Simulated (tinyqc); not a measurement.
Inside a calculation. Method: lattice vibrations of a chain. One step of it, computed by the program tinyqc.

Question. Frequencies. omega^2 are the eigenvalues; wavenumber = 521.4708 sqrt(eigenvalue) 1/cm.

D(q) (eV/(angstrom^2 u)):
$$\begin{pmatrix}
0.265761 & -0.559689+0.124153i \\
-0.559689-0.124153i & 3.078652
\end{pmatrix}$$

Give: eigenvalues; wavenumbers; weights |e|^2 of the mass-weighted modes.

Answer.

eigenvalues: [0.1534, 3.1910]

wavenumbers (1/cm): [204.2, 931.5]

weights |e|^2 of the mass-weighted modes, order atom 1, atom 2:
$$\begin{pmatrix}
0.9630 & 0.0370 \\
0.0370 & 0.9630
\end{pmatrix}$$
